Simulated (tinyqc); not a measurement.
Inside a calculation. Method: UHF in the sto-3g basis, for BeH, spin multiplicity 2. One step of it, computed by the program tinyqc.

Problem. Iteration 2: building the Fock matrix. J_ij = sum D_kl (ij|kl) with D = D(alpha) + D(beta), K_ij = sum D_kl (ik|jl) for each spin; F = H + J - K(s); E = tr D H + tr D J / 2 - 0.5 sum_s tr D(s) K(s) + E_nn.

D(alpha) after iteration 1:
```
            1Be 1s     1Be 2s   1Be 2px   1Be 2py    1Be 2pz      2H 1s
1Be 1s    1.068696  -0.255405  0.000000  0.000000   0.051134  -0.024305
1Be 2s   -0.255405   1.040954  0.000000  0.000000  -0.321497  -0.129483
1Be 2px   0.000000   0.000000  0.000000  0.000000   0.000000   0.000000
1Be 2py   0.000000   0.000000  0.000000  0.000000   0.000000   0.000000
1Be 2pz   0.051134  -0.321497  0.000000  0.000000   0.257541   0.326994
2H 1s    -0.024305  -0.129483  0.000000  0.000000   0.326994   0.536663
```

D(beta) after iteration 1:
```
            1Be 1s     1Be 2s   1Be 2px   1Be 2py    1Be 2pz      2H 1s
1Be 1s    1.043956  -0.133115  0.000000  0.000000  -0.021967  -0.118055
1Be 2s   -0.133115   0.458558  0.000000  0.000000   0.071478   0.303279
1Be 2px   0.000000   0.000000  0.000000  0.000000   0.000000   0.000000
1Be 2py   0.000000   0.000000  0.000000  0.000000   0.000000   0.000000
1Be 2pz  -0.021967   0.071478  0.000000  0.000000   0.011143   0.047310
2H 1s    -0.118055   0.303279  0.000000  0.000000   0.047310   0.201478
```

core Hamiltonian H = T + V (hartree):
```
            1Be 1s     1Be 2s    1Be 2px    1Be 2py    1Be 2pz      2H 1s
1Be 1s   -8.324487  -2.050947   0.000000   0.000000  -0.024132  -0.838017
1Be 2s   -2.050947  -2.510680   0.000000   0.000000  -0.170512  -1.462055
1Be 2px   0.000000   0.000000  -1.996976   0.000000   0.000000   0.000000
1Be 2py   0.000000   0.000000   0.000000  -1.996976   0.000000   0.000000
1Be 2pz  -0.024132  -0.170512   0.000000   0.000000  -2.133734  -1.402103
2H 1s    -0.838017  -1.462055   0.000000   0.000000  -1.402103  -2.265793
```

Two-electron integrals (ij|kl) in chemists' order, unique and non-zero (hartree):
```
(11|11) 2.298831   (21|11) 0.392036   (21|21) 0.079539   (22|11) 0.570988
(22|21) 0.143041   (22|22) 0.417683   (31|31) 0.014607   (32|31) 0.021888
(32|32) 0.092265   (33|11) 0.569578   (33|21) 0.143083   (33|22) 0.417589
(33|33) 0.449859   (41|41) 0.014607   (42|41) 0.021888   (42|42) 0.092265
(43|43) 0.024249   (44|11) 0.569578   (44|21) 0.143083   (44|22) 0.417589
(44|33) 0.401360   (44|44) 0.449859   (51|51) 0.014607   (52|51) 0.021888
(52|52) 0.092265   (53|53) 0.024249   (54|54) 0.024249   (55|11) 0.569578
(55|21) 0.143083   (55|22) 0.417589   (55|33) 0.401360   (55|44) 0.401360
(55|55) 0.449859   (61|11) 0.157274   (61|21) 0.031797   (61|22) 0.057286
(61|33) 0.056864   (61|44) 0.056864   (61|51) 0.002911   (61|52) 0.005294
(61|55) 0.058159   (61|61) 0.013366   (62|11) 0.284601   (62|21) 0.071824
(62|22) 0.217962   (62|33) 0.210869   (62|44) 0.210869   (62|51) 0.009431
(62|52) 0.050589   (62|55) 0.231956   (62|61) 0.031472   (62|62) 0.152177
(63|31) 0.007683   (63|32) 0.032893   (63|53) 0.009525   (63|63) 0.016888
(64|41) 0.007683   (64|42) 0.032893   (64|54) 0.009525   (64|64) 0.016888
(65|11) 0.274500   (65|21) 0.070294   (65|22) 0.223942   (65|33) 0.210950
(65|44) 0.210950   (65|51) 0.015759   (65|52) 0.080254   (65|55) 0.249681
(65|61) 0.032716   (65|62) 0.180095   (65|65) 0.224848   (66|11) 0.448454
(66|21) 0.115317   (66|22) 0.382426   (66|33) 0.355593   (66|44) 0.355593
(66|51) 0.020599   (66|52) 0.130708   (66|55) 0.435671   (66|61) 0.052690
(66|62) 0.319982   (66|65) 0.406861   (66|66) 0.774606
```

nuclear repulsion = 1.82948042 hartree

Give: Coulomb J; exchange K(alpha); exchange K(beta); F(alpha); F(beta); total energy of this density.

Solution.

Coulomb J (hartree):
```
         1Be 1s  1Be 2s  1Be 2px  1Be 2py  1Be 2pz   2H 1s
1Be 1s   6.1519  1.1730   0.0000   0.0000   0.0194  0.4771
1Be 2s   1.1730  2.3431   0.0000   0.0000   0.1278  1.3248
1Be 2px  0.0000  0.0000   2.3037   0.0000   0.0000  0.0000
1Be 2py  0.0000  0.0000   0.0000   2.3037   0.0000  0.0000
1Be 2pz  0.0194  0.1278   0.0000   0.0000   2.4118  1.4109
2H 1s    0.4771  1.3248   0.0000   0.0000   1.4109  2.4567
```

exchange K(alpha) (hartree):
```
         1Be 1s  1Be 2s  1Be 2px  1Be 2py  1Be 2pz   2H 1s
1Be 1s   2.3362  0.4047   0.0000   0.0000   0.0020  0.1701
1Be 2s   0.4047  0.5253   0.0000   0.0000   0.0058  0.3647
1Be 2px  0.0000  0.0000   0.1131   0.0000   0.0000  0.0000
1Be 2py  0.0000  0.0000   0.0000   0.1131   0.0000  0.0000
1Be 2pz  0.0020  0.0058   0.0000   0.0000   0.4787  0.4125
2H 1s    0.1701  0.3647   0.0000   0.0000   0.4125  0.6984
```

exchange K(beta) (hartree):
```
          1Be 1s  1Be 2s  1Be 2px  1Be 2py  1Be 2pz   2H 1s
1Be 1s    2.3173  0.3974   0.0000   0.0000  -0.0008  0.1579
1Be 2s    0.3974  0.3882   0.0000   0.0000   0.1577  0.3588
1Be 2px   0.0000  0.0000   0.0744   0.0000   0.0000  0.0000
1Be 2py   0.0000  0.0000   0.0000   0.0744   0.0000  0.0000
1Be 2pz  -0.0008  0.1577   0.0000   0.0000   0.1706  0.2489
2H 1s     0.1579  0.3588   0.0000   0.0000   0.2489  0.4784
```

F(alpha) (hartree):
```
          1Be 1s   1Be 2s  1Be 2px  1Be 2py  1Be 2pz    2H 1s
1Be 1s   -4.5088  -1.2826   0.0000   0.0000  -0.0068  -0.5310
1Be 2s   -1.2826  -0.6929   0.0000   0.0000  -0.0485  -0.5020
1Be 2px   0.0000   0.0000   0.1936   0.0000   0.0000   0.0000
1Be 2py   0.0000   0.0000   0.0000   0.1936   0.0000   0.0000
1Be 2pz  -0.0068  -0.0485   0.0000   0.0000  -0.2007  -0.4037
2H 1s    -0.5310  -0.5020   0.0000   0.0000  -0.4037  -0.5075
```

F(beta) (hartree):
```
          1Be 1s   1Be 2s  1Be 2px  1Be 2py  1Be 2pz    2H 1s
1Be 1s   -4.4898  -1.2753   0.0000   0.0000  -0.0040  -0.5188
1Be 2s   -1.2753  -0.5558   0.0000   0.0000  -0.2005  -0.4960
1Be 2px   0.0000   0.0000   0.2322   0.0000   0.0000   0.0000
1Be 2py   0.0000   0.0000   0.0000   0.2322   0.0000   0.0000
1Be 2pz  -0.0040  -0.2005   0.0000   0.0000   0.1074  -0.2401
2H 1s    -0.5188  -0.4960   0.0000   0.0000  -0.2401  -0.2874
```

total energy of this density = -14.877703 hartree
